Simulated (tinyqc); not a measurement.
Trap density from the barrier height.

Question. In a partly depleted grain with all boundary traps filled, 2 N W = Qt and VB = q N W^2/(2 eps0 eps_r). Find Qt, W and the doping at which VB would equal Vt.

Inputs (values chosen for the exercise):
- T = 400 K (temperature)
- eps_r = 11.7 (relative permittivity)

Constants: q = 1.602176634e-19 C, kB = 1.380649e-23 J/K, Vt = kB T/q, eps0 = 8.8541878128e-14 F/cm where lengths are in cm. Results are converted to the units shown.

doping = 6.1e17 cm^-3
barrier height = 0.11440979 V

Solution. Eliminating W gives VB = q Qt^2/(8 eps0 eps_r N), which falls as 1/N.

Qt = 1.900e12 cm^-2
W = 15.57 nm
doping for VB = Vt = 2.025e18 cm^-3

Computed by the program tinyqc: `OMP_NUM_THREADS=1 python tinyqc.py 2830092 2830093 out.jsonl`, one thread of a shared Intel Xeon 2.30GHz, about 0.01 s for the whole run.
